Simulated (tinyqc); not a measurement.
# Changing the density of states g_0

Model: hopping conduction between localised states. Computed by tinyqc, a small Python program. Command: `OMP_NUM_THREADS=1 python tinyqc.py 3008666 3008667 out.jsonl hop sweep`. One thread of a shared host (Intel(R) Xeon(R) Processor @ 2.30GHz), about 0.01 s of CPU time with the checks.

Energies are counted from the Fermi level. A small network shows the mechanism; the laws of an infinite system follow.

Inputs (values chosen for the exercise, for a model amorphous semiconductor):
```
quantity                                  value  unit
localisation length xi                     0.79    nm
permittivity eps                            9.8     -
activation energy E_a to extended states   0.02    eV
prefactor of activated conduction            34  S/cm
prefactor of hopping                        9.1  S/cm
temperature T                               6.2     K
```

Dimension: 3D.

Constants: k_B = 8.617333262e-05 eV/K; e^2/(4 pi eps_0) = 14.39964548 eV angstrom.

Method. Mott: T_M = 21.2/(k_B g_0 xi^3), exponent (T_M/T)^(1/4), mean hop r = (3/8) xi times the exponent. Efros-Shklovskii: T_ES = 2.8 e^2/(4 pi eps eps_0 k_B xi), exponent (T_ES/T)^(1/2). Coulomb gap width g_0^(1/2) (e^2/(4 pi eps eps_0))^(3/2). The numerical coefficients come from percolation theory and are given. sigma = s_1 exp(-E_a/k_B T) + s_2 exp(-larger of the two exponents); reduced activation energy w = d ln(sigma)/d ln(T) by a central difference of +/- 1 %.

One run for each value:
```
density of states g_0 (1/(eV cm^3))  hopping part (S/cm)  Mott exponent  Efros-Shklovskii exponent  Coulomb gap (meV)
7.70e+17                                      1.1142e-43         101.11                     31.221              1.563
2.00e+18                                      2.3396e-34          79.65                     31.221              2.519
5.40e+18                                      9.4387e-27          62.13                     31.221              4.139
1.40e+19                                      4.9383e-21          48.97                     31.221              6.664
3.70e+19                                      1.9079e-16          38.40                     31.221             10.834
9.90e+19                                      2.5116e-13          30.03                     31.221             17.722
2.60e+20                                      2.5116e-13          23.59                     31.221             28.719
6.90e+20                                      2.5116e-13          18.48                     31.221             46.786
```

Over the rows, hopping part (S/cm) rises from 1.11e-43 to 2.51e-13, flat over part of the range; Mott exponent falls from 101 to 18.5 (exponent d ln y / d ln x about -0.25 throughout); Efros-Shklovskii exponent does not change. The limiting law is Mott from 7.70e17 to 3.70e19, Efros-Shklovskii from 9.90e19 to 6.90e20. T_ES does not depend on g_0, since the states inside the Coulomb gap are fixed by the interaction alone.
